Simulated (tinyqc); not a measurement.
Comparisons within one model: carbon nanotube by zone folding. A value that a table varies takes the place of the one given here.

Circumference C = n a1 + m a2, a = sqrt3 acc; d = a sqrt(n^2 + nm + m^2)/pi; tan(theta) = sqrt3 m/(2n + m); dR = gcd(2n + m, 2m + n); T = t1 a1 + t2 a2 with t1 = (2m + n)/dR, t2 = -(2n + m)/dR, |T| = sqrt3 pi d/dR; N = 2 (n^2 + nm + m^2)/dR hexagons a cell. On cutting line mu = 0 to N - 1 at x = k|T|/(2 pi) the phases are p1 = 2 pi (-t2 mu + m x)/N, p2 = 2 pi (t1 mu - n x)/N, and E = -/+ t |1 + exp(i p1) + exp(i p2)|.

Inputs chosen for the exercise (near those used for carbon; the results hold for these values, not for the real material): t = 2.96 eV (hopping); acc = 1.44 angstrom (bond length); tubes = ((16, 5), (14, 9), (11, 3), (16, 9), (13, 12), (12, 5), (11, 6)) (pairs (n, m)); n = 17 (chiral index); m = 4 (chiral index).

## Semiconducting tubes compared

E11 and E22 are twice the two lowest band edges; the cone gives E11 d = 2 t acc and E22/E11 = 2.

Tubes:
```
(n,m)    d (angstrom)  theta (deg)  (n - m) mod 3  E11 (eV)  E22 (eV)  E11 d/(2 t acc)  E22/E11
(16,5)          15.08         13.2              2    0.5715    1.0987            1.011    1.922
(14,9)          15.94         22.8              2    0.5372    1.0529            1.004    1.960
(11,3)          10.14         11.7              2    0.8557    1.6055            1.017    1.876
(16,9)          17.41         20.8              1    0.4860    0.9877            0.993    2.032
(13,12)         17.19         28.7              1    0.4948    0.9889            0.998    1.999
(12,5)          12.01         16.6              1    0.6993    1.4449            0.985    2.066
(11,6)          11.86         20.4              2    0.7245    1.3988            1.008    1.931
```

E11 follows 1/d first. For mod 1 the scaled E11 lies below one (0.985 to 0.998) and E22/E11 on both sides of two (1.999 to 2.066). For mod 2 the scaled E11 lies above one (1.004 to 1.017) and E22/E11 below two (1.876 to 1.960). The largest departure of the scaled E11 is that of (11,3); warping acts as cos(3 theta)/d, most for thin tubes near zigzag. Below about 8 angstrom curvature, left out of zone folding, changes the gaps further.

## Neighbouring tubes

Diameter, chiral angle and twice the lowest band edge. Each row changes one parameter from the base and keeps the others.

Results:
```
case                 d (angstrom)  theta (deg)  gap (eV)
base                       15.333        10.33    0.5481
n = 18                     16.115         9.83    0.5355
m = 5                      15.858        12.52    0.0000
t = 3.108 eV               15.333        10.33    0.5755
acc = 1.46 angstrom        15.546        10.33    0.5481
```

The largest shifts from the base row, up to three for each result and ties (the steps differ in size, so this ranks the rows, not the parameters). d (angstrom): n +0.782, m +0.525, acc +0.213; unchanged at the printed digits by t. theta (deg): m +2.19, n -0.51; unchanged at the printed digits by t and acc. gap (eV): m -0.5481, t +0.0274, n -0.0126; unchanged at the printed digits by acc. In zone folding the gap does not depend on acc at fixed (n, m); a step in n or m changes (n - m) mod 3 and closes the gap where that becomes zero.

Program tinyqc; command `OMP_NUM_THREADS=1 python tinyqc.py 1480911 1480912 out.jsonl`; about 0.06 s on one thread of a shared Intel(R) Xeon(R) Processor @ 2.30GHz.
